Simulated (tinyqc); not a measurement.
A discretised effective-mass wire between two leads, recursive Green functions: one step of the calculation.

Finite differences on a grid of step a give a chain with hopping -t, t = C/(m a^2), C = hbar^2/(2 m0), and site energies 2 t + U_i for the N = 5 sites of the device; the semi-infinite leads have site energy 2 t. Each slice is one site, and V = -t couples neighbouring slices.

Problem. Self-energy of the leads. Sigma = t^2 g(E - 2 t), g(x) = (x - i sqrt(4 t^2 - x^2))/(2 t^2) for |x| < 2 t and (x - sign(x) sqrt(x^2 - 4 t^2))/(2 t^2) otherwise; Gamma = i (Sigma - Sigma^dagger); both leads give the same.

Values chosen for this exercise: effective mass m = 0.025 m0; grid step a = 0.84 nm; energy above the band bottom of the leads E = 0.361 eV.

Constants: q = 1.602176634e-19 C, hbar = 1.054571817e-34 J s, m0 = 9.1093837015e-31 kg, hbar^2/(2 m0) = 0.0380998212 eV nm^2. Results are converted to the units shown.

Give: t; Sigma; Gamma; open modes.

Solution.

t = 2.160 eV
Sigma = -1.979-0.864i eV
Gamma = 1.729 eV
open modes = 1

Numbers from tinyqc (`OMP_NUM_THREADS=1 python tinyqc.py 2660011 2660012 out.jsonl`; about 0.01 s on one thread of a shared Intel Xeon 2.30GHz).
